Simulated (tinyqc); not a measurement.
# From one set of inputs to another, one input at a time

Model: Landau-Devonshire theory of a uniaxial ferroelectric. Computed by tinyqc, a small Python program. Command: `OMP_NUM_THREADS=1 python tinyqc.py 3002092 3002093 out.jsonl ferro ladder`. One thread of a shared host (Intel(R) Xeon(R) Processor @ 2.30GHz), about 0.02 s of CPU time with the checks.

G(P) = (alpha/2) P^2 + (beta*/4) P^4 + (gamma/6) P^6 - E P per volume, SI units, one domain, P along the polar axis.

The inputs printed are set A. Inputs not listed in the table keep their values of set A, so the rows need not describe a real material.

Inputs (values chosen for the exercise, for a model ferroelectric):
```
quantity                          value         unit
alpha_0                          386000  J m/(C^2 K)
Curie-Weiss temperature T0          660            K
beta                           7.42e+08    J m^5/C^4
gamma                          2.01e+10    J m^9/C^6
temperature T                       331            K
film thickness d                    7.6           nm
screening length lambda          0.0052           nm
background permittivity eps_b        20            -
gradient coefficient g            1e-11    J m^3/C^2
```

Sample: free crystal.

Constants: eps_0 = 8.8541878128e-12 F/m.

Method:
- alpha = alpha_0 (T - T0*), T0* = T0, beta* = beta.
- Ps^2 = [-beta* + sqrt(beta*^2 - 4 alpha gamma)]/(2 gamma).
- chi = 1/(eps_0 G''), G'' = alpha + 3 beta* P^2 + 5 gamma P^4 at Ps. Ps, chi and the coercive field are for perfect screening, without a depolarising field. The intrinsic coercive field is |alpha P + beta* P^3 + gamma P^5| at the P_c where G'' = 0. 1 C/m^2 = 100 microcoulomb/cm^2.
- With the term (g/2) (dP/dx)^2, (g/2) P'^2 = G(P) - G(Ps) across the wall: energy = int_(-Ps)^(Ps) sqrt(2 g [G(P) - G(Ps)]) dP (40 Gauss-Legendre points); width = 2 Ps over the slope at P = 0, sqrt(2 |G(Ps)|/g). Elastic coupling inside the wall is left out.
- Between shorted electrodes with screening length lambda each, the depolarising field is -k P, k = 2 lambda/(eps_0 (d + 2 lambda eps_b)), so alpha turns into alpha + k.
- The polar state is the lowest uniform state while alpha + k < 0 (beta* > 0) or < 3 beta*^2/(16 gamma) (beta* < 0); setting the equality gives the critical thickness d_c.

Each row keeps all changes above it:
```
input moved                              from          to  wall width (nm)  critical thickness d_c (nm)  well depth G(Ps) (MJ/m^3)
set A                                       -           -            0.721                          9.0                      -2.43
beta (J m^5/C^4)                    742000000  -294000000            0.671                          9.0                      -3.87
alpha_0 (J m/(C^2 K))                  386000      772000            0.478                          4.4                     -10.51
gamma (J m^9/C^6)                    2.01e+10  1580000000            0.454                          4.2                     -48.96
screening length lambda (nm)           0.0052       0.046            0.454                         37.5                     -48.96
temperature T (K)                         331         644            1.448                        457.7                      -2.11
gradient coefficient g (J m^3/C^2)      1e-11     6.5e-11            3.691                        457.7                      -2.11
Curie-Weiss temperature T0 (K)            660         752            1.897                        109.1                     -12.32
```

Where does the difference come from?

Wall width goes from 0.721 to 1.90, a factor 2.63 in all. The largest single move comes from temperature T (a factor 3.19), and Curie-Weiss temperature T0 works against it (a factor 0.514). Critical thickness d_c goes from 9.04 to 109, a factor 12.1 in all. The largest single move comes from temperature T (a factor 12.2), and Curie-Weiss temperature T0 works against it (a factor 0.238). Well depth G(Ps) goes from -2.43 to -12.3, -9.89 in all. The largest single move comes from temperature T (+46.8), but it runs against the net change; the largest move in the direction of the net change is gamma (-38.5). The single moves hold for this order of the switches; the total does not depend on the order.

Caution (rows set A, beta, alpha_0, gamma, screening length lambda): a wall under 0.8 nm, some two lattice spacings, wide is outside the continuum picture.

Extremes, crossings and ranges named in words are read from the listed rows.
